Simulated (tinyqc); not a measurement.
Leaving out one process at a time: Debye-Callaway model of lattice thermal conductivity. Computed by tinyqc, a small Python program. Command: `OMP_NUM_THREADS=1 python tinyqc.py 3030717 3030718 out.jsonl callaway walk`. One thread of a shared host (Intel(R) Xeon(R) Processor @ 2.30GHz), about 0.01 s of CPU time with the checks.

Three acoustic branches with one velocity v, cut at omega_D = k_B Theta/hbar; x = hbar omega/(k_B T). v and Theta are separate inputs: Theta cuts off the heat-carrying modes, so C need not reach 3 k_B/V. gamma is an effective value that sets the umklapp rate. Heat flows along the film.

Inputs (values chosen for the exercise, modelled on lead telluride):

| quantity | value | unit |
|---|---|---|
| sound velocity v | 1810 | m/s |
| Debye temperature Theta | 140 | K |
| volume per atom V | 33.7 | angstrom^3 |
| mean atomic mass M | 167.4 | u |
| effective Grueneisen parameter gamma | 3.88 | - |
| umklapp exponent divisor b | 2 | - |
| vacancy fraction n_v | 0.0018 | - |
| film thickness t | 0.033 | micrometre |
| specularity p | 0.8 | - |
| normal-process factor f_N | 4.5 | - |
| temperature T | 300 | K |

Sample: film. Point defects: vacancies. Normal processes: included.

Constants: k_B = 1.380649e-23 J/K; hbar = 1.054571817e-34 J s; u = 1.6605390666e-27 kg.

Method:
- A vacancy counts as a mass defect Delta M/M = -3 (the missing mass and twice its bonds), so Gamma = 9 n_v. A = V Gamma/(4 pi v^3).
- Rates: point defects A omega^4; umklapp B omega^2 T exp(-Theta/(b T)) with B = hbar gamma^2/(M v^2 Theta); normal processes f_N B omega^2 T (T/Theta)^2. Film: the bulk time tau of each mode, from the resistive rates above, is multiplied by the Fuchs-Sondheimer factor F = (3/2) int_0^1 (1 - u^2) [1 - (1 - p) (u/d) (1 - E)/(1 - p E)] du, with E = exp(-d/u), d = t/(v tau), by 48 Gauss-Legendre points in z with u = z^4; the boundary rate is defined as 1/(F tau) - 1/tau.
- kappa_1 = c int tau_C g dx, g = x^4 e^x/(e^x - 1)^2, c = (k_B/(2 pi^2 v)) (k_B T/hbar)^3, over 0 < x < min(Theta/T, 40), by 96 Gauss-Legendre points in s with x = x_max s^2; 1/tau_C = 1/tau_R + 1/tau_N; kappa_2 = c [int (tau_C/tau_N) g dx]^2 / int (tau_C/(tau_N tau_R)) g dx; kappa = kappa_1 + kappa_2.

Rayleigh coefficient A = 7.32655e-42 s^3

Conductivity at T:

| case | kappa (W/(m K)) | ratio to all |
|---|---|---|
| all processes | 0.86747 | 1 |
| without point defects | 1.3468 | 1.5525 |
| without boundaries | 0.87274 | 1.0061 |

What follows from these numbers?

Removing point defects raises kappa most, by a factor 1.55; removing boundaries gives only 1.01.
